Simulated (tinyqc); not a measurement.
Active against total: solid solubility of a dopant against its melt (retrograde solidus), clustering and the electrically active fraction. Computed by tinyqc, a small Python program. Command: `OMP_NUM_THREADS=1 python tinyqc.py 3011097 3011098 out.jsonl retro walk`. One thread of a shared host (Intel(R) Xeon(R) Processor @ 2.30GHz), about 0.01 s of CPU time with the checks.

Inputs (values chosen for the exercise, for a model dopant):
```
quantity                                      value            unit
atoms per cluster m                               4               -
cluster scale N* at 1273 K                  5.3e+20          1/cm^3
activation energy E_b of the cluster scale     0.21              eV
anneal temperature T_a                         1100               K
prefactor of n_i                            3.9e+16  1/(cm^3 K^1.5)
energy E_i in n_i                             0.608              eV
```

Clustering: clusters that take up free electrons.

Constants: k_B = 8.617333262e-05 eV/K.

Method. A highly soluble donor (another dopant than that of the solidus) is limited by clustering. Donors N_a are active, and clusters hold m atoms each: N_t = N_a + m C, m C = N* (N_a/N*)^m (n/N*)^m, each atom taking one electron, n = N_a/2 + sqrt(N_a^2/4 + n_i^2), n_i = prefactor x T^1.5 exp(-E_i/(k_B T)), with N*(T) = N*(1273 K) exp[-(E_b/k_B)(1/T - 1/1273)].

Active density (1/cm^3):
```
N_t (1/cm^3)  N_a at T_a  fraction  N_a at T_a + 150 K  N_a at T_a - 150 K
1.00e+19      1.0000e+19   1.00000          1.0000e+19          1.0000e+19
3.00e+19      3.0000e+19   1.00000          3.0000e+19          3.0000e+19
1.00e+20      9.9993e+19   0.99993          9.9999e+19          9.9919e+19
2.00e+20      1.9832e+20   0.99161          1.9972e+20          1.8758e+20
5.00e+20      3.4829e+20   0.69659          4.1108e+20          2.7014e+20
1.00e+21      4.1252e+20   0.41252          5.0899e+20          3.0993e+20
2.00e+21      4.6514e+20   0.23257          5.8120e+20          3.4572e+20
5.00e+21      5.3161e+20   0.10632          6.6822e+20          3.9294e+20
```

What does the comparison show, and why?

The exponent d ln N_a/d ln N_t falls from 1.00 to 0.15, towards 1/(2m) = 0.125. At the highest dose a 150 K hotter anneal gives 1.26 times the active density, and a later step 150 K cooler would cut it to 0.74 if it ran to equilibrium: short hot anneals come last.

Extremes, crossings and ranges named in words are read from the listed rows.
